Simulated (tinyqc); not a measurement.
Stretching all distances: RHF, UHF, MP2, CISD and CCSD against full CI in the sto-3g basis, for BeH+, spin multiplicity 1. Computed by the program tinyqc with PySCF. 

Geometry (angstrom):

| atom | x | y | z |
|---|---|---|---|
| Be | 0.0000 | 0.0000 | 0.0000 |
| H | 0.0000 | 0.0000 | 1.2420 |

All coordinates are multiplied by the scale. c0^2 is the weight of the RHF determinant in the lowest singlet FCI state (UHF is spin-contaminated and may lie near states of higher spin) and n(LUMO) the first natural occupation beyond the occupied space.

Full CI energy (hartree) and errors against it (kcal/mol):

| scale | distance 1-2 (angstrom) | E(FCI) | RHF | UHF | MP2 | CISD | CCSD | <S^2> UHF | c0^2 | n(LUMO) |
|---|---|---|---|---|---|---|---|---|---|---|
| 0.9200 | 1.1426 | -14.665875 | 10.5987 | 10.5987 | 3.2771 | 0.0076 | 0.0062 | 0.0000 | 0.9847 | 0.0192 |
| 1.1300 | 1.4035 | -14.685394 | 14.3769 | 14.3769 | 4.9852 | 0.0124 | 0.0101 | 0.0000 | 0.9739 | 0.0379 |
| 1.3400 | 1.6643 | -14.667181 | 20.5264 | 20.4959 | 7.9169 | 0.0207 | 0.0169 | 0.0474 | 0.9513 | 0.0777 |
| 1.5600 | 1.9375 | -14.638149 | 29.5906 | 19.6703 | 12.3421 | 0.0348 | 0.0280 | 0.6025 | 0.9103 | 0.1531 |
| 1.7700 | 2.1983 | -14.612757 | 40.0741 | 14.0608 | 17.3581 | 0.0531 | 0.0405 | 0.7957 | 0.8544 | 0.2573 |
| 1.9800 | 2.4592 | -14.593445 | 51.2521 | 8.8690 | 22.3953 | 0.0741 | 0.0526 | 0.8899 | 0.7830 | 0.3824 |
| 2.1900 | 2.7200 | -14.580523 | 62.1677 | 5.0945 | 26.8366 | 0.0956 | 0.0628 | 0.9425 | 0.6997 | 0.5153 |

UHF parts from RHF first at scale 1.34 of those listed, where <S^2> leaves zero. The weight c0^2 goes from 0.98 to 0.70 and n(LUMO) from 0.02 to 0.52: static correlation grows as the bonds break into open-shell fragments. The spread of the error along the curve, which distorts its shape, is CCSD 0.1, CISD 0.1, UHF 15.4, MP2 23.6, RHF 51.6 kcal/mol.
